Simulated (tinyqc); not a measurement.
# Thickness from the transmission

Inverse problem. A dielectric of barrier phi1 and mass m1 carries the voltage V, so U = phi1 - V x/t1. At E = 0 the WKB exponent is S = (4 t1/(3 V)) sqrt(m1/C) [phi1^1.5 - max(phi1 - V, 0)^1.5], C = hbar^2/(2 m0), and T = exp(-S). Find S, t1 and the field.

Parameters, values chosen for the exercise: barrier of layer 1 above the emitter Fermi level at zero bias phi1 = 3.13 eV; tunnelling mass of layer 1 m1 = 0.52 m0; voltage across the dielectric V = 4.7 V.

Constants: q = 1.602176634e-19 C, hbar = 1.054571817e-34 J s, m0 = 9.1093837015e-31 kg, hbar^2/(2 m0) = 0.0380998212 eV nm^2. Results are converted to the units shown.

T at E = 0 = 2.1893610e-20

Answer. At fixed V the exponent is proportional to t1.

S = 45.27
t1 = 7.800 nm
field = 6.026 MV/cm

Computed by the program tinyqc: `OMP_NUM_THREADS=1 python tinyqc.py 2540023 2540024 out.jsonl`, one thread of a shared Intel Xeon 2.30GHz, about 0.02 s for the whole run.
